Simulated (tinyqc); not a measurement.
Two-sublattice mean-field magnet: ferrimagnet, compensation points and susceptibility: one step, computed by the program tinyqc. Command: `OMP_NUM_THREADS=1 python tinyqc.py 3026585 3026586 out.jsonl ferri walk`. One thread of a shared host (Intel(R) Xeon(R) Processor @ 2.30GHz), about 0.01 s of CPU time with the checks.

A random alloy A(1-x)B(x) with H = -sum over pairs J S_i.S_j. a = <S_A> and b = <S_B> are taken along z, a > 0. Exchange fields: h_A = (1 - x) zJ_AA a + x zJ_AB b, h_B = (1 - x) zJ_AB a + x zJ_BB b; a = S_A B_(S_A)(S_A h_A/(k_B T)) and likewise for b, with the Brillouin function B_S(y) = [(2S + 1)/(2S)] coth[(2S + 1) y/(2S)] - [1/(2S)] coth[y/(2S)].

Problem. Ordering temperature. Linearised, T (a, b) = M (a, b) with M_ij = S_i (S_i + 1) c_j zJ_ij/(3 k_B), c_A = 1 - x, c_B = x. T_c is the larger eigenvalue, and its eigenvector gives b/a at onset, (T_c - M_AA)/M_AB.

Inputs (values chosen for the exercise, for a model ferrimagnet):

| quantity | value | unit |
|---|---|---|
| spin S_A | 2.5 | - |
| spin S_B | 1.5 | - |
| fraction x of B sites | 0.14 | - |
| z J_AA | 9.93 | meV |
| z J_BB | 1.2 | meV |
| z J_AB | -4.1 | meV |
| T over T_c | 0.76 | - |

Constants: k_B = 8.617333262e-05 eV/K.

Give: M; eigenvalues; T_c; b/a at onset; T.

Solution.

M (K):
```
        A       B
A  289.04  -19.43
B  -51.15    2.44
```

eigenvalues (K): -0.99  292.47

T_c = 292.47 K

b/a at onset = -0.17635

T = 222.28 K

The antiferromagnetic A-B coupling raises T_c by 3 K over that of A alone.
